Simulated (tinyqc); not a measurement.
Bond unit of a tetrahedral oxide and its oxygen vacancy in tight binding, step by step. Values are carried at full precision from step to step, so a last printed digit may differ when a step is redone from the rounded ones.

Two sp3 hybrids h1, h2 at eh = (es + 3 ep)/4 point at one oxygen with orbitals s, px, py, pz; x joins the two cations, z bisects the angle phi, and th = (180 - phi)/2. With u = hbar^2/(m d^2) = 2c/d^2, c = hbar^2/2m0: Vhs = -(1.32 + sqrt3 x 1.42) u/2 and Vhp = (1.42 + sqrt3 x 2.22) u/2. <h|s> = Vhs for both; <h1|px> = Vhp cos(th), <h2|px> = -Vhp cos(th); <h|pz> = Vhp sin(th) for both; py is a lone pair. The unit holds 8 electrons. Coupling between units, which widens the levels into bands, is left out.

Constants: hbar^2/2m0 = 3.80998211 eV angstrom^2.

Inputs chosen for the exercise (near tabulated values for SiO2; shifted at random, so the results belong to these values and not to a real crystal):
```
symbol  value   unit      meaning
es      -14.82  eV        s level of the cation
ep      -7.46   eV        p level of the cation
eos     -33.78  eV        s level of oxygen
eop     -16.79  eV        p level of oxygen
d       1.62    angstrom  cation-oxygen distance
phi     150     degrees   bond angle at oxygen
R       2.58    angstrom  cation-cation distance across the vacancy
```

## Level and couplings

Form eh, u, Vhs, Vhp and th.

eh (hybrid level) = -9.3000 eV
u = 2.9035 eV

Vhs, Vhp (eV): [-5.4869, 7.6437]

th = 15.0 degrees

## The matrix

Fill it in.

H (eV), rows h1, h2, s, px, py, pz and columns alike:
```
[[-9.3000, 0, -5.4869, 7.3833, 0, 1.9783],
 [0, -9.3000, -5.4869, -7.3833, 0, 1.9783],
 [-5.4869, -5.4869, -33.7800, 0, 0, 0],
 [7.3833, -7.3833, 0, -16.7900, 0, 0],
 [0, 0, 0, 0, -16.7900, 0],
 [1.9783, 1.9783, 0, 0, 0, -16.7900]]
```

## Levels, weights and charge

Diagonalise; the four lowest levels are filled. The excess of electrons on oxygen is twice the oxygen weight of the filled levels less 6.

levels (eV): [-36.0644, -24.1378, -17.4512, -16.7900, -6.3544, -1.9522]

weights, rows h1, h2, s, px, py, pz; columns level 1, level 2, level 3, level 4, level 5, level 6:
```
[[0.040, 0.166, 0.026, 0.000, 0.434, 0.334],
 [0.040, 0.166, 0.026, 0.000, 0.434, 0.334],
 [0.919, 0.000, 0.012, 0.000, 0.069, 0.000],
 [0.000, 0.669, 0.000, 0.000, 0.000, 0.331],
 [0.000, 0.000, 0.000, 1.000, 0.000, 0.000],
 [0.002, 0.000, 0.936, 0.000, 0.062, 0.000]]
```

highest filled to lowest empty = 10.4356 eV
excess electrons on oxygen = 1.074

The highest filled level is the py orbital of oxygen (100 %) and the lowest empty one is 87 % cation hybrid, even under exchange of the two cations. The spacing is that of an isolated unit and exceeds the gap of the solid.

## The odd block in closed form

The combination (h1 - h2)/sqrt2 couples to px alone, with W2 = sqrt2 Vhp cos(th); W3 = (eh - eop)/2; levels (eh + eop)/2 -/+ sqrt(W2^2 + W3^2); polarity W3/sqrt(W2^2 + W3^2).

W2, W3 (eV): [10.4415, 3.7450]

levels of the odd block (eV): [-24.1378, -1.9522]

polarity = 0.3376

## The neutral oxygen vacancy

Without the oxygen the two hybrids face each other at distance R and couple by -V2, V2 = 3.22 x 2c/R^2, c = hbar^2/2m0: a bond at eh - V2 with two electrons and an antibond at eh + V2. Levels are measured from eop, the lone-pair level that stands for the top of the valence band.

Form V2 and the two levels above eop. R is a chosen distance; in real silica the neutral vacancy relaxes to about 2.5 angstrom.

V2 = 3.6861 eV

levels above eop (eV): bond 3.8039, lone hybrid 7.4900, antibond 11.1761

bond-antibond splitting = 7.3722 eV

The filled bond lies 3.80 eV above the lone pairs, so it can trap a hole; the antibond lies above the lowest empty level of the intact unit (10.44 eV). A lone hybrid, as in a dangling bond, sits at 7.49 eV.

## Checks

- Levels of the odd block against the full matrix: they agree to 1e-10 or better.

Computed by tinyqc, a small Python program: `OMP_NUM_THREADS=1 python tinyqc.py 1480563 1480564 out.jsonl` (the numbers bound the seed that draws the inputs); one thread of a shared host (Intel(R) Xeon(R) Processor @ 2.30GHz), about 0.01 s for the whole set of steps.
